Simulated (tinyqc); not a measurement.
Worked calculation: quasiparticle equation with a plasmon-pole self-energy for two band edges. Values are carried at full precision from step to step, so a last printed digit may differ when a step is redone from the rounded ones.

For each edge E = e + X + Sc(E), with the correlation part Sc(E) = A[0]/(E - a + w) + A[1]/(E - b - w); a and b are the valence and conduction energies that enter the Green function (a = ev, b = ec in the one-shot scheme). Z = 1/(1 - dSc/dE), dSc/dE = -A[0]/(E - a + w)^2 - A[1]/(E - b - w)^2.

Inputs chosen for the exercise (scales of the order of those of GaAs; not measured data):
```
symbol  value         unit  meaning
ev      0             eV    mean-field valence top
ec      0.52          eV    mean-field conduction edge
w       14.8          eV    pole energy
Av      (34.9, 18.6)  eV^2  weights of the valence state on the hole and electron poles
Ac      (18.1, 42.5)  eV^2  the same for the conduction state
Xv      -1.88         eV    exchange minus the mean-field potential, valence
Xc      2.29          eV    the same, conduction
```

## Linearised one-shot correction

Evaluate Sc and its slope at the mean-field energy; E = e + Z (X + Sc).

Terms:
```
edge        Sc (eV)   dSc/dE       Z  X + Sc (eV)   E (eV)
valence      1.1440  -0.2386  0.8074      -0.7360  -0.5942
conduction  -1.6902  -0.2711  0.7867       0.5998   0.9919
```

gap = 1.5861 eV
gap with Z = 1 = 1.8558 eV

The gap opens by 1.066 eV, 56 % of it by lowering the valence top. Setting Z = 1 would overshoot by 0.270 eV. X and Sc have opposite signs and are each larger than the sum they leave, so both must be converged well.

## Solving the equation for the conduction edge

Newton steps on f(E) = E - ec - Xc - Sc(E) from E = ec; the first step is the linearised result.

Iterates:
```
step   E (eV)   Sc (eV)     f (eV)
0     0.52000  -1.69016  -0.599841
1     0.99189  -1.82004   0.001928
2     0.99038  -1.81962   0.000000
3     0.99038  -1.81962   0.000000
```

The linearisation errs by +1.5 meV, as the shift is only 0.032 of the pole energy.

## All solutions for the valence state

Multiplying out gives a cubic; give its three roots and their weights Z.

roots (eV): [-17.171, -0.592, 16.404]

weights: [0.1384, 0.8023, 0.0593]

The weights add up to 1. The satellite below lies 16.58 eV from the main peak, 12 % more than w: this scheme places plasmon satellites too far out, and gives one where a cumulant form gives a series.

## Updating the energies in the Green function

Solve both equations exactly, put the results in place of a and b, and repeat five times; w is kept.

Cycles (eV):
```
cycle       Ev      Ec     gap
1      -0.5925  0.9904  1.5828
2      -0.6452  1.0322  1.6774
3      -0.6497  1.0359  1.6856
4      -0.6501  1.0362  1.6863
5      -0.6501  1.0363  1.6863
```

The update moves the gap by +104 meV from the one-shot value; each cycle shrinks the change to about 0.09 of the one before.

## Checks

- Sum of the weights of the three roots: both 1.000000.
- Newton result against the root by bisection (eV): both 0.99038.

tinyqc: `OMP_NUM_THREADS=1 python tinyqc.py 1851096 1851097 out.jsonl`; about 0.02 s, one thread, shared Intel(R) Xeon(R) Processor @ 2.30GHz.
